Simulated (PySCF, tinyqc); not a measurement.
Worked calculation: RHF in the 6-31g basis, for H3-, spin multiplicity 1. The basis has no diffuse functions, so it cannot describe the extra electron: this is an exercise in the method, not the real anion. This run ends on a higher stationary point, not on the lowest solution. The lowest restricted solution is unstable here: a spin-polarised one lies 0.0785 hartree lower (PySCF). One step of it, computed by the program tinyqc.

Question. Iteration 2: diagonalisation and new density. Diagonalise F' = X^T F X, C = X C', fill 2 alpha and 2 beta electrons from the bottom; D = 2 C_occ C_occ^T; the new density keeps 0.5 of the old one (damping). Each column has its largest component positive (the first on a tie).

extrapolated F (hartree), lower triangle:
```
           1H 1s      1H 2s      2H 1s      2H 2s      3H 1s      3H 2s
1H 1s   0.471005
1H 2s  -0.255308  -0.096237
2H 1s  -0.183253  -0.216567   0.264087
2H 2s  -0.215063  -0.186233  -0.236744  -0.103596
3H 1s  -0.182164  -0.199740  -0.226283  -0.235987   0.465146
3H 2s  -0.195402  -0.155532  -0.249260  -0.202515  -0.246003  -0.088844
```

X, lower triangle:
```
           1H 1s      1H 2s      2H 1s      2H 2s      3H 1s     3H 2s
1H 1s   1.258894
1H 2s  -0.515287   1.649053
2H 1s   0.018867   0.008795   1.258894
2H 2s   0.008795  -0.373720  -0.515287   1.649053
3H 1s   0.018838   0.008796   0.018838   0.008796   1.258895
3H 2s   0.008783  -0.373896   0.008783  -0.373896  -0.515295  1.649193
```

D after iteration 1, lower triangle:
```
           1H 1s      1H 2s      2H 1s      2H 2s      3H 1s     3H 2s
1H 1s   0.802494
1H 2s  -0.437317   2.186075
2H 1s  -0.226881  -0.669017   1.358373
2H 2s   0.078677   0.477546  -1.072750   0.874277
3H 1s  -0.055078   0.096316  -0.103550   0.108214   0.090378
3H 2s   0.922222  -2.215522   0.852548  -0.695379  -0.017259  3.018082
```

overlap S, lower triangle:
```
          1H 1s     1H 2s     2H 1s     2H 2s     3H 1s     3H 2s
1H 1s  1.000000
1H 2s  0.658292  1.000000
2H 1s  0.124839  0.315551  1.000000
2H 2s  0.315551  0.636743  0.658292  1.000000
3H 1s  0.124927  0.315635  0.124927  0.315635  1.000000
3H 2s  0.315635  0.636848  0.315635  0.636848  0.658292  1.000000
```

Give: F' = X^T F X; orbital energies; coefficients C; D after iteration 2.

Answer.

F' = X^T F X (hartree), lower triangle:
```
         1        2        3        4        5       6
1   1.0366
2  -0.7001   0.4746
3  -0.0513  -0.0676   0.6806
4  -0.0669  -0.1223  -0.5014   0.4178
5  -0.0602  -0.0517  -0.0882  -0.0779   1.0154
6  -0.0476  -0.0664  -0.1104  -0.1405  -0.6734  0.4906
```

orbital energies (hartree): MO1 -0.3044, MO2 0.1147, MO3 0.2510, MO4 1.0669, MO5 1.4707, MO6 1.5165

coefficients C:
```
          MO1      MO2      MO3      MO4      MO5      MO6
1H 1s  0.1732   0.2080  -0.0720  -0.0512   0.4869  -1.2382
1H 2s  0.2213   1.1063  -0.2500  -0.2307  -0.3107   1.3340
2H 1s  0.2427  -0.1005   0.2496  -1.3104  -0.0512   0.0052
2H 2s  0.2810  -0.2588   1.0065   1.3970   0.3658  -0.1425
3H 1s  0.1884  -0.1285  -0.1753  -0.0649   1.2407   0.4742
3H 2s  0.2642  -0.7847  -0.8121  -0.1581  -1.1980  -0.6781
```

D after iteration 2, lower triangle:
```
         1H 1s    1H 2s    2H 1s    2H 2s   3H 1s   3H 2s
1H 1s   0.4745
1H 2s   0.0498   2.3659
2H 1s  -0.0923  -0.3920   0.7482
2H 2s   0.0342   0.0146  -0.4421   0.5831
3H 1s  -0.0216  -0.0523   0.0069   0.1403  0.0972
3H 2s   0.3436  -1.9174   0.5693  -0.0703  0.1420  2.1946
```
